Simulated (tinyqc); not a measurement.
Deep level with several charge states, and Shockley-Read-Hall recombination, step by step. Values are carried at full precision from step to step, so a last printed digit may differ when a step is redone from the rounded ones.

Energies from Ev. The defect has charge states +1, 0, -1 with weights 1, gm exp((EF - E1)/kT), exp((2 EF - E1 - E2)/kT); the shares are the weights over their sum. Boltzmann carriers: n = Nc exp((EF - Eg)/kT), p = Nv exp(-EF/kT). Neutrality: p - n + Nd + Nt <q> = 0.

Constants: kB = 8.617333262e-05 eV/K.

Inputs chosen for the exercise (gap and densities of states near those of Si at this temperature; the results hold for these values, not for the real material): Eg = 1.102 eV (gap); Nc = 4.47e+19 1/cm^3 (conduction-band density of states); Nv = 1.73e+19 1/cm^3 (valence-band density of states); T = 400 K; E1 = 0.519 eV (level (+1/0) above Ev); E2 = 0.576 eV (level (0/-1) above Ev); gm = 2 (degeneracy of the middle state, the others 1); Nt = 1.1e+14 1/cm^3 (defects); Nd = 1.6e+13 1/cm^3 (ionised shallow donors minus acceptors); E_try = 0.262 eV (trial Fermi level); Et = 0.519 eV (recombination level above Ev); sn = 4.7e-16 cm^2 (electron capture cross-section); sp_ = 5.2e-15 cm^2 (hole capture cross-section); vth = 24000000 cm/s (thermal velocity, both carriers); Nm = 3.6e+15 1/cm^3 (equilibrium electrons for the lifetime steps); dn = 3.5e+15 1/cm^3 (excess pairs).

## Charge states at a trial Fermi level

Form the exponents, the shares, the mean charge and the residual of neutrality at EF = E_try.

exponents of the second and third weights: [-7.456, -16.565]

shares: +1 0.9988, 0 0.0012, -1 0.0000

<q> = 0.9988

n, p (1/cm^3): [1.17e+09, 8.65e+15]

residual = 8.78e+15 1/cm^3

The residual is positive, so EF must rise.

## The neutral state

Solve for EF.

EF = 0.5590 eV

shares at EF: +1 0.107, 0 0.684, -1 0.209

n = 6.43e+12 1/cm^3
p = 1.57e+12 1/cm^3

Without the defects the majority density would be 1.66e+13 1/cm^3; with them the density of these carriers is 6.43e+12, so they compensate part of the doping. Most defects are in the state 0.

## Recombination through one level

One level at Et with degeneracy 1: tn = 1/(sn vth Nt), tp = 1/(sp_ vth Nt), n1 = Nc exp((Et - Eg)/kT), p1 = Nv exp(-Et/kT), ni^2 = n1 p1. Equilibrium n0 = Nm, p0 = ni^2/Nm; n = n0 + dn, p = p0 + dn. U = (n p - ni^2)/(tp (n + n1) + tn (p + p1)), lifetime dn/U; emission rates en = sn vth n1, ep = sp_ vth p1.

Evaluate each quantity.

tn, tp (microsecond): [0.8059, 0.07284]

n1, p1 (1/cm^3): [2.02e+12, 5.00e+12]

U = 7.44e+21 1/(cm^3 s)
lifetime = 0.471 microsecond

The lifetime is 6.462 times the minority capture time tp and 0.536 times tn + tp, the limit of high injection.

## Emission and generation in a depleted region

With n = p = 0 the level generates pairs at G = Nt en ep/(en + ep); generation lifetime tg = ni/G; current density e G W for a width W = 1 micrometre, e = 1.602176634e-19 C.

en, ep (1/s): [2.28e+04, 6.24e+05]

G = 2.42e+18 1/(cm^3 s)
tg = 1.31 microsecond
current density = 3.87e-05 A/cm^2

The slower step, electron emission, limits the rate: en/ep = 0.0365.

## Checks

- U against hole capture minus emission at the steady occupation of the level (1/(cm^3 s)): both 7.435e+21.

Program tinyqc; command `OMP_NUM_THREADS=1 python tinyqc.py 1651935 1651936 out.jsonl`; about 0.01 s on one thread of a shared Intel(R) Xeon(R) Processor @ 2.30GHz.
